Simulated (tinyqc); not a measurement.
Threshold of a short bulk MOSFET: charge sharing, barrier lowering, narrow width: one step of the calculation.

n-channel device on a p-type body, depletion approximation, full ionisation. Uniform doping N = Na. Vbi from Boltzmann statistics is rough for the degenerate source. Cox = eps0 eox/tox.

Question. Short-channel and narrow-width shifts. Charge sharing (trapezoid; it ignores Vds): F = (xj/L)(sqrt(1 + 2 Wd/xj) - 1), lowering = body term times F. Barrier lowering: th = exp(-L/(2 l)) + 2 exp(-L/l), lowering = th [2 (Vbi - 2 pB) + Vds], DIBL = th. Narrow width: rise = body term times xw Wd/W. VT by each model = VT0 - lowering + rise.

Values chosen for this exercise; band and dielectric values close to those of silicon:
- xj = 42 nm (junction depth)
- Vds = 1.2 V (drain-source voltage)
- W = 370 nm (gate width)
- xw = 0.7854 (shape factor of the fringing depletion at the width edges)
- L = 400 nm (channel length)

2 pB = 0.91476059 V
Wd = 91.527767 nm
body term = 0.18430608 V
VT0 = 0.13906667 V
Vbi = 1.0563279 V
l = 29.050524 nm

Find: F; lowering by charge sharing; th; lowering of the barrier; DIBL; narrow-width rise; VT, charge sharing; VT, barrier lowering.

Answer.

F = 0.13806
lowering by charge sharing = 25.445 mV
th = 0.0010256
lowering of the barrier = 1.5210 mV
DIBL = 1.0256 mV/V
narrow-width rise = 35.808 mV
VT, charge sharing = 0.14943 V
VT, barrier lowering = 0.17335 V

L is 13.8 scale lengths. The charge-sharing lowering is 16.7 times the barrier lowering; the first falls off as 1/L and the second exponentially. Both describe the same loss of gate control, so they are alternatives and are not added.

Numbers from tinyqc (`OMP_NUM_THREADS=1 python tinyqc.py 2002007 2002008 out.jsonl`; about 0.01 s on one thread of a shared Intel Xeon 2.30GHz).
